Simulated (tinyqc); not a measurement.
Worked calculation: lattice vibrations of a chain. One step of it, computed by the program tinyqc.

Problem. Dynamical matrix at q = 0.35. q is in units of 2 pi/a. A spring k from atom i to atom j, n cells on, adds k to Phi_ii and Phi_jj, -k exp(2 pi i q n) to Phi_ij and the conjugate to Phi_ji (for one atom a cell: 2k (1 - cos 2 pi q n)); D_ij = Phi_ij / sqrt(m_i m_j).

A chain moving along its axis:

| atom | mass (u) | spring to the next atom (eV/angstrom^2) |
|---|---|---|
| 1 | 96.400000 | 6.700000 |
| 2 | 65.100000 | 26.000000 |
| 3 | 93.400000 | 27.200000 |
| 4 | 19.700000 | 26.900000 |

Give: D(q).

Solution.

D(q) (eV/(angstrom^2 u)), lower triangle (Hermitian):
```
                1        2        3       4
1          0.3485
2         -0.0846   0.5023
3          0.0000  -0.3334   0.5696
4  0.3628-0.4994i   0.0000  -0.6341  2.7462
```
